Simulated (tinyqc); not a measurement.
Donors with valley-orbit split 1s states: one step. Mobility and resistivity. Three cases, with inputs chosen for the exercise.

Task: Compare with full ionisation, n = ND - NA.

Mobility (Caughey-Thomas form): mu = mu0 + (mu1 (T/300)^(-ga) - mu0)/(1 + ((ND + NA)/Nr)^de); rho = 1/(e n mu), e = 1.602176634e-19 C.

Give: mu; rho; rho at full ionisation.

Case 1.

Values chosen (near those of Sb in Si; not measured data): ND = 3.5e+15 1/cm^3 (donors); NA = 1.1e+15 1/cm^3 (compensating acceptors, all ionised); mu0 = 71 cm^2/(V s) (mobility at heavy doping); mu1 = 1410 cm^2/(V s) (mobility at light doping and 300 K); Nr = 9.3e+16 1/cm^3 (reference doping); de = 0.72 (doping exponent); ga = 2.3 (temperature exponent); T = 300 K.

n = 2.3860e+15 1/cm^3

Result:

mu = 1272.1 cm^2/(V s)
rho = 2.06 ohm cm
rho at full ionisation = 2.04 ohm cm

Incomplete ionisation raises rho by a factor 1.01.

Case 2.

Values chosen (near those of Sb in Si; not measured data): ND = 1.4e+16 1/cm^3 (donors); NA = 2.3e+15 1/cm^3 (compensating acceptors, all ionised); mu0 = 65 cm^2/(V s) (mobility at heavy doping); mu1 = 1441 cm^2/(V s) (mobility at light doping and 300 K); Nr = 9.3e+16 1/cm^3 (reference doping); de = 0.72 (doping exponent); ga = 2.3 (temperature exponent); T = 250 K.

n = 1.1291e+16 1/cm^3

Result:

mu = 1719.5 cm^2/(V s)
rho = 0.321 ohm cm
rho at full ionisation = 0.310 ohm cm

Incomplete ionisation raises rho by a factor 1.04.

Case 3.

Values chosen (near those of P in Si; not measured data): ND = 2.4e+17 1/cm^3 (donors); NA = 8.3e+16 1/cm^3 (compensating acceptors, all ionised); mu0 = 71 cm^2/(V s) (mobility at heavy doping); mu1 = 1450 cm^2/(V s) (mobility at light doping and 300 K); Nr = 9.1e+16 1/cm^3 (reference doping); de = 0.72 (doping exponent); ga = 2.3 (temperature exponent); T = 300 K.

n = 1.1715e+17 1/cm^3

Result:

mu = 466.2 cm^2/(V s)
rho = 0.114 ohm cm
rho at full ionisation = 0.0853 ohm cm

Incomplete ionisation raises rho by a factor 1.34.

Computed by tinyqc, one run a case: `OMP_NUM_THREADS=1 python tinyqc.py N N+1 out.jsonl` with N = 1652005, 1652122, 1652281; one thread of a shared Intel(R) Xeon(R) Processor @ 2.30GHz, about 0.02 s a run at most.
